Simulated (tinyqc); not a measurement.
Inside a calculation. Method: coherent transport through a tight-binding region between two chains. One step of it, computed by the program tinyqc.

Problem. Transmission at E = 0.71 eV. Surface Green function g = (E - i sqrt(4 t^2 - E^2)) / (2 t^2); self-energy tc^2 g on each contact site; G = (E - H - Sigma)^(-1); Gamma = -2 Im Sigma; T = Gamma_L Gamma_R |G_LR|^2; local density of states -Im G_ii / pi.

H of the central region (eV):
```
[[0.000000, -1.420000, 0.000000, -1.420000],
 [-1.420000, 0.430000, -1.420000, 0.000000],
 [0.000000, -1.420000, 0.430000, -1.420000],
 [-1.420000, 0.000000, -1.420000, 0.000000]]
```

Leads: semi-infinite chains with site energy 0:
```
parameter                           value
lead hopping t (eV)              2.440000
coupling to the left lead (eV)   1.220000
coupling to the right lead (eV)  1.490000
left contact site                       1
right contact site                      4
```

E = 0.710000 eV

Give: g; G; local density of states; transmission.

Solution.

g = 0.0596-0.4055i 1/eV

G (1/eV):
```
[[0.7615-0.5062i, 0.1484-0.0609i, -0.7908+0.5182i, 0.0076-0.0413i],
 [0.1484-0.0609i, 0.4840-0.6279i, 0.4604+0.1847i, -0.5748+0.5915i],
 [-0.7908+0.5182i, 0.4604+0.1847i, 0.7000-0.5546i, 0.1058-0.0753i],
 [0.0076-0.0413i, -0.5748+0.5915i, 0.1058-0.0753i, 0.5540-0.5766i]]
```

local density of states (1/eV): [0.1611, 0.1999, 0.1765, 0.1835]

transmission = 0.0038
